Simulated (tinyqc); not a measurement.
Ways to converge the cycle: SCF convergence aids in the sto-6g basis, for BeH, spin multiplicity 2. Computed by the program tinyqc with PySCF. 

Geometry (angstrom):

| atom | x | y | z |
|---|---|---|---|
| Be | 0.0000 | 0.0000 | 0.0000 |
| H | 0.0000 | 0.0000 | 2.3390 |

lowest solution found by these runs and by PySCF with stability checks = -14.988440 hartree

UHF with one setting changed at a time; a run stops when the energy changes by less than 1e-09 hartree and the error matrix is below 1e-5. The start is the core Hamiltonian. Damping d keeps d of the old density; a shift (hartree) raises the virtual levels; DIIS n extrapolates F over n matrices.

Largest element of the error matrix X^T (FDS - SDF) X:

| iteration | plain | damping 0.3 | damping 0.6 | shift 0.4 | DIIS 3 | DIIS 8 |
|---|---|---|---|---|---|---|
| 1 | 1.3e-01 | 1.3e-01 | 1.3e-01 | 1.3e-01 | 1.3e-01 | 1.3e-01 |
| 2 | 9.7e-02 | 2.4e-02 | 7.8e-02 | 1.8e-01 | 9.7e-02 | 9.7e-02 |
| 3 | 4.3e-02 | 1.8e-02 | 4.6e-02 | 9.9e-02 | 3.7e-02 | 3.7e-02 |
| 4 | 3.0e-02 | 2.3e-02 | 3.1e-02 | 5.6e-02 | 2.9e-02 | 2.9e-02 |
| 5 | 3.5e-02 | 2.8e-02 | 2.5e-02 | 4.2e-02 | 1.3e-02 | 1.3e-02 |
| 6 | 3.7e-02 | 3.3e-02 | 2.5e-02 | 3.9e-02 | 5.7e-03 | 2.3e-03 |
| 8 | 2.6e-02 | 3.7e-02 | 2.9e-02 | 3.7e-02 | 9.8e-05 | 4.0e-05 |
| 10 | 1.1e-02 | 2.9e-02 | 3.4e-02 | 3.2e-02 | 1.2e-05 | 2.6e-06 |
| 14 | 1.3e-03 | 1.0e-02 | 3.4e-02 | 1.5e-02 | - | - |
| 20 | 2.4e-04 | 1.3e-03 | 1.7e-02 | 3.0e-03 | - | - |
| 30 | 1.5e-05 | 1.8e-04 | 3.1e-03 | 5.7e-04 | - | - |
| 45 | - | 1.1e-05 | 3.6e-04 | 6.3e-05 | - | - |
| 60 | - | - | 8.0e-05 | - | - | - |

How each run ends:

| run | iterations | E (hartree) | state |
|---|---|---|---|
| plain | 32 | -14.98844 | lowest found |
| damping 0.3 | 46 | -14.98844 | lowest found |
| damping 0.6 | >60 | -14.98844 | falls steadily but slowly, by a factor of about 0.90 a step |
| shift 0.4 | 58 | -14.98844 | lowest found |
| DIIS 3 | 11 | -14.92548 | higher |
| DIIS 8 | 10 | -14.92548 | higher |

3 of 6 runs reach the lowest solution found, in 32 to 58 iterations (fastest: plain). Ending on a higher stationary point: DIIS 3, DIIS 8; a small error matrix cannot reveal that, and an occupation fixed by the start is kept by symmetry or by the shape of the basin. Not converged: damping 0.6. Plain steps already contract here, so damping only slows them. DIIS minimises the error, not the energy, so it can stall or settle near a saddle, and its small system turns near-singular when few rotations are active.
